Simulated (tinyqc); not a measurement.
Two-step dopant diffusion (predeposition and drive-in) with a constant diffusivity: one step, computed by the program tinyqc.

Fick diffusion into a half space x > 0 whose background doping C_B is of the opposite type, so that a junction lies where C = C_B.

Problem. Drive-in as a Gaussian. With a sealed surface and a thin source, C = Q/sqrt(pi (Dt)2) exp(-x^2/(4 (Dt)2)); x_j = 2 sqrt((Dt)2 ln(C(0)/C_B)); gradient at the junction |dC/dx| = C_B x_j/(2 (Dt)2).

Inputs (values chosen for the exercise, modelled on phosphorus in silicon): surface concentration C_s = 1.1e+19 1/cm^3; background doping C_B = 1.7e+15 1/cm^3; predeposition temperature T1 = 1025 C; drive-in temperature T2 = 1075 C.

dose Q = 3.231913e+13 1/cm^2

drive-in budget (Dt)2 = 1.098731e-09 cm^2

Give: surface concentration C(0) (Gaussian); junction depth x_j; gradient at the junction.

Solution.

surface concentration C(0) (Gaussian) = 5.501e+17 1/cm^3

junction depth x_j = 1.594 um

gradient at the junction = 1.233e+20 1/cm^4

Caution: C_s exceeds the intrinsic carrier density of silicon at the predeposition temperature (2e18 to 1e19 per cm^3), where real diffusivities rise with concentration and profiles turn box-like.
